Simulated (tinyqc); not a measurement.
Leaving out one process at a time: Debye-Callaway model of lattice thermal conductivity. Computed by tinyqc, a small Python program. Command: `OMP_NUM_THREADS=1 python tinyqc.py 3012208 3012209 out.jsonl callaway walk`. One thread of a shared host (Intel(R) Xeon(R) Processor @ 2.30GHz), about 0.01 s of CPU time with the checks.

Three acoustic branches with one velocity v, cut at omega_D = k_B Theta/hbar; x = hbar omega/(k_B T). v and Theta are separate inputs: Theta cuts off the heat-carrying modes, so C need not reach 3 k_B/V. gamma is an effective value that sets the umklapp rate.

Inputs (values chosen for the exercise, for a model crystal):
```
quantity                               value        unit
sound velocity v                        6460         m/s
Debye temperature Theta                  731           K
volume per atom V                       10.2  angstrom^3
mean atomic mass M                      37.4           u
effective Grueneisen parameter gamma    2.04           -
umklapp exponent divisor b               2.5           -
vacancy fraction n_v                  0.0029           -
Casimir length L                         250  micrometre
temperature T                            300           K
```

Sample: crystal. Point defects: vacancies. Normal processes: left out.

Constants: k_B = 1.380649e-23 J/K; hbar = 1.054571817e-34 J s; u = 1.6605390666e-27 kg.

Method:
- A vacancy counts as a mass defect Delta M/M = -3 (the missing mass and twice its bonds), so Gamma = 9 n_v. A = V Gamma/(4 pi v^3).
- Rates: point defects A omega^4; umklapp B omega^2 T exp(-Theta/(b T)) with B = hbar gamma^2/(M v^2 Theta). Boundaries: v/L.
- kappa_1 = c int tau_C g dx, g = x^4 e^x/(e^x - 1)^2, c = (k_B/(2 pi^2 v)) (k_B T/hbar)^3, over 0 < x < min(Theta/T, 40), by 96 Gauss-Legendre points in s with x = x_max s^2; tau_C = tau_R, the inverse of the summed rates, and kappa = kappa_1.

Rayleigh coefficient A = 7.85838e-44 s^3

Conductivity at T:
```
case                   kappa (W/(m K))  ratio to all
all processes                   93.622             1
without point defects           333.55        3.5627
without boundaries              99.576        1.0636
without umklapp                 338.83        3.6191
```

Removing umklapp raises kappa most, by a factor 3.62; removing boundaries gives only 1.06.
